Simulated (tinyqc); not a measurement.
From results back to parameters: Brillouin zone and empty-lattice bands of the fcc structure. Five cases, with inputs chosen for the exercise.

Problem. At the centre of a zone face two plane waves are mixed by V > 0: levels E0 -/+ V, masses normal to the face 1/(1 -/+ 2 E0/V), E0 = c0 k^2, c0 = hbar^2/2m0. The gap and the mass of the upper band are given.

Constants: hbar^2/2m0 = 3.80998211 eV angstrom^2.

Find: V; E0; k; spacing of the lattice planes, pi/k.

Method. V is half the gap; 2 E0/V = 1/m - 1; k = |G|/2 = pi/d.

Case 1.

gap = 2.260000 eV
mass of the upper band = 0.0766784 m0

Solution.

V = 1.1300 eV
E0 = 6.803 eV
k = 1.3363 1/angstrom
spacing of the lattice planes, pi/k = 2.351 angstrom

Case 2.

gap = 2.080000 eV
mass of the upper band = 0.0713941 m0

Solution.

V = 1.0400 eV
E0 = 6.764 eV
k = 1.3324 1/angstrom
spacing of the lattice planes, pi/k = 2.358 angstrom

Case 3.

gap = 0.960000 eV
mass of the upper band = 0.0347889 m0

Solution.

V = 0.4800 eV
E0 = 6.659 eV
k = 1.3220 1/angstrom
spacing of the lattice planes, pi/k = 2.376 angstrom

Case 4.

gap = 2.040000 eV
mass of the upper band = 0.0710778 m0

Solution.

V = 1.0200 eV
E0 = 6.665 eV
k = 1.3227 1/angstrom
spacing of the lattice planes, pi/k = 2.375 angstrom

Case 5.

gap = 2.080000 eV
mass of the upper band = 0.1014099 m0

Solution.

V = 1.0400 eV
E0 = 4.608 eV
k = 1.0997 1/angstrom
spacing of the lattice planes, pi/k = 2.857 angstrom

Computed by tinyqc, one run a case: `OMP_NUM_THREADS=1 python tinyqc.py N N+1 out.jsonl` with N = 1850003, 1850051, 1850084, 1850306, 1850349; one thread of a shared Intel(R) Xeon(R) Processor @ 2.30GHz, about 0.02 s a run at most.
